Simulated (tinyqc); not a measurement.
Inside a calculation. Method: MP2 on RHF in the cc-pvdz basis, for He, spin multiplicity 1. One step of it, computed by the program tinyqc.

Task: Second-order Moller-Plesset energy. E2 = sum_ijab (ia|jb) [2 (ia|jb) - (ib|ja)] / (e_i + e_j - e_a - e_b) over occupied i, j and virtual a, b; the opposite-spin part is (ia|jb)^2 / denominator, the rest is same-spin, and SCS-MP2 scales them by 6/5 and 1/3.

orbital energies (hartree): MO1 -0.914148, MO2 1.397442, MO3 2.524372, MO4 2.524372, MO5 2.524372

Two-electron integrals over orbitals (pq|rs), unique and non-zero (hartree):
```
(11|11) 1.026865    (21|11) -0.316447   (21|21) 0.227505    (22|11) 0.857592
(22|21) -0.255195   (22|22) 0.765495    (31|31) 0.183149    (32|31) -0.025386
(32|32) 0.028529    (33|11) 0.961262    (33|21) -0.230485   (33|22) 0.774953
(33|33) 1.040531    (41|41) 0.183149    (42|41) -0.025386   (42|42) 0.028529
(43|43) 0.063706    (44|11) 0.961262    (44|21) -0.230485   (44|22) 0.774953
(44|33) 0.913119    (44|44) 1.040531    (51|51) 0.183149    (52|51) -0.025386
(52|52) 0.028529    (53|53) 0.063706    (54|54) 0.063706    (55|11) 0.961262
(55|21) -0.230485   (55|22) 0.774953    (55|33) 0.913119    (55|44) 0.913119
(55|55) 1.040531
```

Hartree-Fock energy = -2.85516048 hartree

Give: Terms; Pair energies; MP2 correlation energy; SCS-MP2 correlation energy; MP2 total energy.

Result:

Terms:
```
i  j  a  b  (ia|jb)  (ib|ja)  denominator     term
1  1  2  2   0.2275   0.2275      -4.6232  -0.0112
1  1  3  3   0.1831   0.1831      -6.8770  -0.0049
1  1  4  4   0.1831   0.1831      -6.8770  -0.0049
1  1  5  5   0.1831   0.1831      -6.8770  -0.0049
```

Pair energies (hartree; pair i-j sums ij and ji):
```
pair  opposite spin  same spin
1-1         -0.0258     0.0000
```

MP2 correlation energy = -0.025828 hartree

SCS-MP2 correlation energy = -0.030994 hartree

MP2 total energy = -2.880989 hartree
